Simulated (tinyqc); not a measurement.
Bandgap voltage reference from two bipolar transistors: output against temperature.

Two transistors of area 1 and N carry the same current I. Is(T) = Is (T/T0)^eta exp[(Vg0 q/kB)(1/T0 - 1/T)], VBE1 = Vt ln(I/Is(T)) + I rb, VBE2 = Vt ln(I/(N Is(T))) + I rb/N. The amplifier forces I R1(T) = VBE1 - VBE2 + Vos, with R(T) = R (1 + tc (T - T0)) for both resistors, and the output is Vref = VBE1 + I R2(T). Base currents and the Early effect are neglected.

Vt = kB T/q; I = (Vt ln N + Vos)/(R1(T) - rb (1 - 1/N)).

Inputs (values chosen for the exercise); values of the order met in silicon bipolar transistors:
```
symbol    value   unit                                                   meaning
T0          298      K                                     reference temperature
Vg0       1.141      V                      band-gap voltage extrapolated to 0 K
eta           4                   temperature exponent of the saturation current
Is      3.1e-17      A           saturation current of the unit transistor at T0
N            10                              area ratio of the second transistor
R1           22   kohm  resistor across which the difference of VBE falls, at T0
tc        -1000  ppm/K                 temperature coefficient of both resistors
Vos         2.1     mV                                   offset of the amplifier
rb            0    ohm                  series resistance of the unit transistor
R2        213.9   kohm                                     output resistor at T0
```

Constants: q = 1.602176634e-19 C, kB = 1.380649e-23 J/K. Results are converted to the units shown.

Results:

| T (K) | I (uA) | VBE1 (V) | I R2 (V) | Vref (V) | Vref - Vref(T0) (mV) | dVref/dT (uV/K) |
|---|---|---|---|---|---|---|
| 218 | 1.909 | 0.7965 | 0.4410 | 1.237 | -5.488 | 103.8 |
| 233 | 2.063 | 0.7690 | 0.4699 | 1.239 | -4.041 | 89.28 |
| 253 | 2.275 | 0.7320 | 0.5085 | 1.241 | -2.436 | 71.62 |
| 273 | 2.495 | 0.6947 | 0.5471 | 1.242 | -1.165 | 55.69 |
| 298 | 2.783 | 0.6477 | 0.5953 | 1.243 | 0 | 37.89 |
| 323 | 3.086 | 0.6002 | 0.6435 | 1.244 | 0.7460 | 22.10 |
| 348 | 3.404 | 0.5523 | 0.6918 | 1.244 | 1.120 | 8.082 |
| 373 | 3.740 | 0.5041 | 0.7400 | 1.244 | 1.163 | -4.377 |
| 423 | 4.469 | 0.4069 | 0.8365 | 1.243 | 0.4021 | -25.21 |

Estimate the missing row, T = 398 K.

Computed row:

| T (K) | I (uA) | VBE1 (V) | I R2 (V) | Vref (V) | Vref - Vref(T0) (mV) | dVref/dT (uV/K) |
|---|---|---|---|---|---|---|
| 398 | 4.095 | 0.4556 | 0.7882 | 1.244 | 0.9127 | -15.43 |

With this row back in the table: VBE1 falls by 1.90 mV/K on average and I R2 rises by 1.93 mV/K. Between 233 and 398 K Vref spans 5.22 mV, or 25.5 ppm/K by the box method (span over the average over T, over 165 K).

Numbers from tinyqc (`OMP_NUM_THREADS=1 python tinyqc.py 2062142 2062143 out.jsonl`; about 0.02 s on one thread of a shared Intel Xeon 2.30GHz).
